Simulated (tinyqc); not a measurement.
From a target level to the width: finite square well with mass mismatch (envelope functions). Five cases, with inputs chosen for the exercise.

Problem. Which width L gives the lowest level below?

A square well of width L and depth V0, mass mw inside and mb outside, energies from the bottom of the well, c = hbar^2/2m0. k = sqrt(mw E/c), kappa = sqrt(mb (V0 - E)/c). psi and psi'/m are continuous at the walls (BenDaniel-Duke), so level n solves k L + 2 atan[(k/mw)/(kappa/mb)] = n pi.

Constants: hbar^2/2m0 = 3.80998211 eV angstrom^2.

Find: k; kappa; the arctangent; L.

Method. E1 fixes k and kappa, so L = (pi - 2 atan[(k/mw)/(kappa/mb)])/k.

Case 1.

Values chosen (out of a larger set: near those of the light valleys of a Si film in HfO2; not measured data): V0 = 1.559 eV (barrier height); mw = 0.193 m0 (mass in the well); mb = 0.181 m0 (mass in the barrier).

E1 = 0.072184 eV

Solution.

k = 0.06047 1/angstrom
kappa = 0.26577 1/angstrom
the arctangent = 0.2102 rad
L = 45 angstrom

Case 2.

Values chosen (out of a larger set: near those of a GaAs well in AlGaAs; not measured data): V0 = 0.219 eV (barrier height); mw = 0.066 m0 (mass in the well); mb = 0.0894 m0 (mass in the barrier).

E1 = 0.012223 eV

Solution.

k = 0.01455 1/angstrom
kappa = 0.06966 1/angstrom
the arctangent = 0.2758 rad
L = 178 angstrom

Case 3.

Values chosen (out of a larger set: near those of a non-polar GaN well in AlN; not measured data): V0 = 1.906 eV (barrier height); mw = 0.198 m0 (mass in the well); mb = 0.315 m0 (mass in the barrier).

E1 = 0.085952 eV

Solution.

k = 0.06683 1/angstrom
kappa = 0.38791 1/angstrom
the arctangent = 0.2675 rad
L = 39 angstrom

Case 4.

Values chosen (out of a larger set: near those of the light valleys of a Si film in SiO2; not measured data): V0 = 3.084 eV (barrier height); mw = 0.192 m0 (mass in the well); mb = 0.523 m0 (mass in the barrier).

E1 = 0.036418 eV

Solution.

k = 0.04284 1/angstrom
kappa = 0.64680 1/angstrom
the arctangent = 0.1785 rad
L = 65 angstrom

Case 5.

Values chosen (out of a larger set: near those of a GaAs well in AlGaAs; not measured data): V0 = 0.13 eV (barrier height); mw = 0.0669 m0 (mass in the well); mb = 0.0803 m0 (mass in the barrier).

E1 = 0.005846 eV

Solution.

k = 0.01013 1/angstrom
kappa = 0.05115 1/angstrom
the arctangent = 0.2334 rad
L = 264 angstrom

Computed by tinyqc, one run a case: `OMP_NUM_THREADS=1 python tinyqc.py N N+1 out.jsonl` with N = 1280194, 1280253, 1280254, 1280347, 1280358; one thread of a shared Intel(R) Xeon(R) Processor @ 2.30GHz, about 0.01 s a run at most.
